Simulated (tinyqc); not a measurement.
Thin film between two gates, subbands and threshold shift from confinement: one step of the calculation.

Undoped body with a flat potential across it, hard walls, transport along x. One isotropic valley (g = 1, mx = my = mz = me). Non-parabolicity enters the subband edges through E (1 + al E) = gamma, so E = 2 gamma/(1 + sqrt(1 + 4 al gamma)); motion within a subband is taken as parabolic with the band-edge mass. Energies are counted from the bulk band edge.

Problem. Lowest subbands. gamma = C (pi k/(t + dl))^2/mz, C = hbar^2/(2 m0). List the 4 lowest, labelled by quantum numbers, with degeneracy g and N_k: N_k = g sqrt(mx my) m0 kB T/(pi hbar^2).

Parameters, values chosen for the exercise; masses close to those of InAs:
- T = 300 K (temperature)
- me = 0.0231 m0 (mass at the band edge)
- al = 2.6 1/eV (non-parabolicity)
- t = 8.6 nm (film thickness (along z))
- dl = 0.3 nm (widening of the box by penetration into the insulator)

Constants: q = 1.602176634e-19 C, kB = 1.380649e-23 J/K, hbar = 1.054571817e-34 J s, m0 = 9.1093837015e-31 kg, Vt = kB T/q, hbar^2/(2 m0) = 0.0380998212 eV nm^2. Results are converted to the units shown.

Give: E_k; g; N_k.

Solution.

```
subband	E_k (eV)	g	N_k (cm^-2)
1	0.14832	1	2.4946e11
2	0.40196	1	2.4946e11
3	0.67277	1	2.4946e11
4	0.94859	1	2.4946e11
```

Range of the model: Non-parabolicity also makes carriers heavier within each subband, which is left out, so densities of states are understated at high energy. Levels near or above 1 eV lie beyond real barriers and upper valleys; they are listed for the hard-wall model only.

tinyqc, about 0.03 s, one thread, Intel Xeon 2.30GHz (shared host): `OMP_NUM_THREADS=1 python tinyqc.py 2350168 2350169 out.jsonl`
